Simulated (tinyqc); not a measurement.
# Weibull analysis of times to dielectric breakdown, with area scaling, step by step

tinyqc, about 0.01 s, one thread, Intel Xeon 2.30GHz (shared host): `OMP_NUM_THREADS=1 python tinyqc.py 2070059 2070060 out.jsonl` Printed values are rounded.

Breakdown times follow F(t) = 1 - exp(-(t/t63)^beta). The 12 times below were drawn at random from beta = 3.1, t63 = 170 s and are treated as data; all samples failed.

Inputs (values chosen for the exercise):
```
symbol,value,unit,meaning
A1,170,um^2,area of a test capacitor
A2,1.1e6,um^2,gate area of the product
Fp,1e-5,,allowed share of failed products
```

## Median ranks and the Weibull scale

t, i 1 to 12 (s): [81.2, 117, 119, 140, 164, 166, 180, 182, 213, 218, 253, 270]

F_i = (i - 0.3)/(n + 0.4) for the sorted times, W_i = ln(-ln(1 - F_i)).

F, i 1 to 12: [0.056452, 0.137097, 0.217742, 0.298387, 0.379032, 0.459677, 0.540323, 0.620968, 0.701613, 0.782258, 0.862903, 0.943548]
W, i 1 to 12: [-2.84546, -1.91425, -1.40417, -1.03740, -0.74134, -0.48518, -0.25202, -0.03032, 0.19009, 0.42163, 0.68666, 1.05583]
ln t, i 1 to 12: [4.39692, 4.76217, 4.77912, 4.94164, 5.09987, 5.11199, 5.19296, 5.20401, 5.36129, 5.38450, 5.53339, 5.59842]

## Straight-line fit

Least squares of W on ln t: beta = sum (x - mean x)(W - mean W)/sum (x - mean x)^2 with x = ln t, and ln t63 = mean x - mean W/beta.

beta = 3.21923
t63 = 196.053 s

beta is 3.8 % above the value that made the data and t63 15 % above it.

## Iteration 1: likelihood estimate of beta

beta at the start = 3.2

Maximum likelihood: a(beta) = 1/beta with a = sum t^beta ln t/sum t^beta - mean ln t. Newton step: beta(new) = beta - [a - 1/beta]/[v + 1/beta^2], v the variance of ln t under the weights t^beta.

beta after iteration 1 = 3.57193

## Iteration 2: likelihood estimate of beta

As before.

beta after iteration 2 = 3.60913

## Course of the iteration

Stop when beta changes by less than 1e-9, or after 40 iterations.

Course of the iteration:
```
iteration     beta   change
1          3.57193    0.372
2          3.60913   0.0372
3          3.60944  3.11e-4
4          3.60944  2.14e-8
5          3.60944  < 1e-13
```

Converged in 5 iterations.

## Scale parameter and projection to the product

converged beta = 3.60944

t63 = (mean of t^beta)^(1/beta). Defects are spread at random, so -ln(1 - F) is proportional to the area: t63(A2) = t63 (A1/A2)^(1/beta), and the time to the share Fp is t63(A2) (-ln(1 - Fp))^(1/beta).

t63 = 194.827 s
t63 of the product = 17.1326 s
time to Fp = 0.705615 s
decades lost against t63 = 2.44108

The straight-line values give 0.359 s for the time to Fp and the values that made the data 0.244 s: with 12 samples beta is uncertain by about 0.78/sqrt(n) = 23 %, and the projection hangs on 1/beta.
